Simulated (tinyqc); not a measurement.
Raising U: Hubbard chain of 2 sites, mean field against exact. Computed by the program tinyqc. Command: `OMP_NUM_THREADS=1 python tinyqc.py 111173 111174 out.jsonl`; one thread of a shared host (Intel(R) Xeon(R) Processor @ 2.60GHz), about 5 s.

one-body matrix (hopping and site energies) (eV):
```
,1,2
1,0.0000,-0.8800
2,-0.8800,0.0000
```

electrons, up and down: 1  1

Collinear unrestricted mean field (the lowest of 40 random starts) against exact diagonalisation.

Exact and mean-field results (eV):
```
U,U/t,E exact,E mean field,mean |n_up - n_down|,"double occupancy, exact",first gap in the sector
0.440,0.500,-1.55370,-1.54000,0.000,0.219,1.554
0.880,1.000,-1.37417,-1.32000,0.000,0.189,1.374
1.760,2.000,-1.08774,-0.88000,5.18e-04,0.138,1.088
2.640,3.000,-0.88000,-0.58667,0.745,0.100,0.880
3.520,4.000,-0.72902,-0.44000,0.866,0.073,0.729
5.280,6.000,-0.53289,-0.29333,0.943,0.042,0.533
7.040,8.000,-0.41548,-0.22000,0.968,0.026,0.415
10.560,12.000,-0.28561,-0.14667,0.986,0.013,0.286
17.600,20.000,-0.17427,-0.08800,0.995,4.85e-03,0.174
```

In absolute terms mean field is worst at U/t = 3.0, 0.293 eV too high: at small U it is nearly exact, and at large U it misses only exchange-scale energies. For the symmetric dimer the instability lies at U = 2t. Its local moments set in at U/t = 3.0 of those listed, a broken symmetry that the exact state of a finite cluster with equal spins does not have. Relative to the exact energy its error is 0.9 % at the smallest U, 50 % at most and 50 % at the largest. The double occupancy falls from 0.219 to 0.005; at the largest U the first gap is 0.99 times the exchange scale 4t^2/U.
